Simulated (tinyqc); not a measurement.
Inside a calculation. Model: Hall factor, magnetoresistance and optical conductivity for a power-law relaxation time. Computed by tinyqc, a small Python program that keeps every step. Command: `OMP_NUM_THREADS=1 python tinyqc.py 3007382 3007383 out.jsonl magneto walk`. One thread of a shared host (Intel(R) Xeon(R) Processor @ 2.30GHz), about 0.01 s of CPU time with the checks. Intermediate numbers are printed to about 6 digits and carried at full precision; extremes and crossings named in words are read from the listed rows.

One spherical parabolic band, tau(E) = tau_0 x^s with x = E/(k_B T). Landau quantisation is left out.

Inputs (values chosen for the exercise, with a mass close to that of electrons in InSb):
```
quantity                          value  unit
effective mass m                  0.014   m_0
exponent s                         -0.5     -
tau_0                              1000    fs
reduced Fermi level eta              -8     -
temperature T                       200     K
magnetic field B                 0.0059     T
frequency f                        0.88   THz
background permittivity eps_inf      11     -
```

Constants: m_0 = 9.1093837015e-31 kg; k_B = 1.380649e-23 J/K; hbar = 1.054571817e-34 J s; e = 1.602176634e-19 C; eps_0 = 8.8541878128e-12 F/m; c = 299792458 m/s.

## Density and moments of tau

<y> = int y x^(3/2) f (1 - f) dx / int x^(3/2) f (1 - f) dx, f = 1/(1 + exp(x - eta)). Integrals over x = E/(k_B T) use 160 Gauss-Legendre points in u = sqrt(x) from 0 to sqrt(max(eta, 0) + 45). n = (2 m k_B T)^(3/2)/(3 pi^2 hbar^3) int x^(3/2) f (1 - f) dx; moments in units of tau_0.

density n = 7.58962e+12 1/cm^3

<tau>/tau_0 = 0.752216

<tau^2>/tau_0^2 = 0.666588

<tau^3>/tau_0^3 = 0.752090

<1/tau> tau_0 = 1.50456

## Limits

mu = e <tau>/m; weak field r_H = <tau^2>/<tau>^2 and MR = c (mu B)^2, c = <tau^3>/<tau>^3 - r_H^2; strong field r_H = 1 and MR = <tau> <1/tau> - 1.

drift mobility mu = 94500.9 cm^2/(V s)

weak-field Hall factor = 1.17807

coefficient c = 0.379166

saturation MR = 13.1752 %

For a classical gas r_H = Gamma(5/2) Gamma(5/2 + 2s)/Gamma(5/2 + s)^2 = 1.1781.

## At the given field

With w_c = e B/m: sigma_xx = (n e^2/m) <tau/(1 + w_c^2 tau^2)>, sigma_xy = (n e^2/m) <w_c tau^2/(1 + w_c^2 tau^2)>; r_H = (n e/B) sigma_xy/(sigma_xx^2 + sigma_xy^2); MR = sigma_0 sigma_xx/(sigma_xx^2 + sigma_xy^2) - 1, sigma_0 = n e^2 <tau>/m.

mu B = 0.0557555

sigma_xx = 0.114297 S/cm

|sigma_xy| = 0.00747502 S/cm

Hall factor r_H = 1.17427

magnetoresistance MR = 0.109952 %

## Field dependence

The formulas are those given above.

Against the field:
```
B (T)          mu B      r_H       MR (%)
0.0032  3.02403e-02  1.17681  3.37158e-02
0.011   1.03951e-01  1.16737  3.47985e-01
0.032   3.02403e-01  1.13243  1.95364e+00
0.063   5.95356e-01  1.09173  4.48576e+00
0.11    1.03951e+00  1.05581  7.32309e+00
0.21    1.98452e+00  1.02429  1.03673e+01
0.42    3.96904e+00  1.00765  1.22389e+01
1.1     1.03951e+01  1.00122  1.30224e+01
4.2     3.96904e+01  1.00008  1.31645e+01
```

r_H falls from 1.177 to 1.000, so a strong-field measurement gives n directly; half of the fall is done between 0.595 and 1.04 in mu B. MR starts as B^1.89 and reaches 100 % of its saturation value in the last row. It arises only because carriers of different energy have different Hall angles, which one Hall field cannot cancel. Above 2.1 T hbar w_c exceeds k_B T and mu B exceeds 1, and Landau quantisation replaces this picture.

## Response at frequency f

sigma(w) = (n e^2/m) <tau/(1 - i w tau)>, w = 2 pi f; eps = eps_inf + i sigma/(eps_0 w); N = sqrt(eps); absorption coefficient 2 w Im N/c; reflectivity |(N - 1)/(N + 1)|^2; plasma frequency sqrt(n e^2/(eps_inf eps_0 m))/(2 pi).

sigma(w) = 0.0068636+0.0255956i S/cm

permittivity = 10.9477+0.0140i

refractive index = 3.30873+0.00212i

absorption coefficient = 0.781484 1/cm

reflectivity = 0.287110

plasma frequency = 0.0630320 THz

w <tau> = 4.16 and f/f_p = 14.0. At high frequency Re sigma is set by <1/tau>, not <tau>, so a Drude formula with the single time <tau> understates it by a factor that tends to 1.13.

Checks made by the program: moments against Gamma(5/2 + k s)/Gamma(5/2) (relative difference 5e-05).
